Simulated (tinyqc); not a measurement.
## Read current of a NAND string, cells in series solved by shooting: effect of the position of the selected cell

Cells in series, numbered from 0 at the source line (0 V) to the bit line, each followed by a gap resistance Rg. A cell with gate Vg, threshold VT, source Vs and drain Vd passes I = 2 nf K Vt^2 [F(Vs) - F(Vd)]/(1 + th max(Vg - VT, 0)), F(V) = ln^2(1 + exp((Vg - VT - nf V)/(2 nf Vt))). The selected cell has Vg = Vr, the others Vg = Vp.

For a trial current I start at 0 V and, cell by cell, solve for the drain: sqrt(F(Vd)) = sqrt(F(Vs) - I/k), k = 2 nf K Vt^2/(1 + th max(Vg - VT, 0)), Vd = [Vg - VT - 2 nf Vt ln(exp(sqrt F) - 1)]/nf, then add I Rg. The string current is the I for which the last node reaches Vbl. The apparent threshold is the Vr at which I = Is. Background: all other cells erased (VT = Ve) or all in the highest state (VT = Vh); ratio and shift are high over erased and high minus erased. The string has 128 cells, numbered from the source.

Parameters, values chosen for the exercise; values of the order met in vertical NAND strings:
- T = 300 K (temperature)
- K = 18 uA/V^2 (gain factor of a cell)
- nf = 1.8 (slope factor)
- th = 0.15 1/V (mobility reduction factor)
- Rg = 4.8 kohm (resistance of the gap between cells)
- Vbl = 0.4 V (bit-line voltage)
- Vp = 6.1 V (pass voltage)
- Ve = -1.8 V (threshold of an erased cell)
- Vh = 3.4 V (threshold of the highest state)
- Vx = 1.2 V (threshold of the selected cell)
- Is = 20 nA (sensing current)
- Vr = 2.74 V (read voltage on the selected word line)

Constants: q = 1.602176634e-19 C, kB = 1.380649e-23 J/K, Vt = kB T/q. Results are converted to the units shown.

Result of one run:
```
j	I, others erased (uA)	I, others high (uA)	ratio	apparent VT, erased (V)	apparent VT, high (V)	background shift (mV)
0	0.1478	0.08154	0.5516	1.197	1.197	0.001404
```

What becomes of these results when the number of the selected cell j is changed from 0 to 54, all else the same?

Result of the changed run:
```
j	I, others erased (uA)	I, others high (uA)	ratio	apparent VT, erased (V)	apparent VT, high (V)	background shift (mV)
54	0.1473	0.08146	0.5528	1.237	1.264	27.21
```

The whole series:
```
j	I, others erased (uA)	I, others high (uA)	ratio	apparent VT, erased (V)	apparent VT, high (V)	background shift (mV)
0	0.1478	0.08154	0.5516	1.197	1.197	0.001404
18	0.1477	0.08152	0.5519	1.211	1.220	8.931
36	0.1475	0.08149	0.5524	1.224	1.242	18.00
54	0.1473	0.08146	0.5528	1.237	1.264	27.21
73	0.1471	0.08142	0.5535	1.251	1.288	37.10
91	0.1468	0.08136	0.5541	1.264	1.311	46.61
109	0.1465	0.08130	0.5550	1.278	1.334	56.29
127	0.1461	0.08121	0.5560	1.291	1.357	66.12
```

From the source end to the bit-line end the apparent VT with high neighbours rises from 1.197 to 1.357 V and the background shift rises from 0.00140 to 66.1 mV. Cells and gaps on the source side raise the source of the selected cell, which costs nf times that voltage in gate drive; those on the drain side only lower its drain voltage.

tinyqc, about 0.9 s, one thread, Intel Xeon 2.30GHz (shared host): `OMP_NUM_THREADS=1 python tinyqc.py 2142074 2142075 out.jsonl`
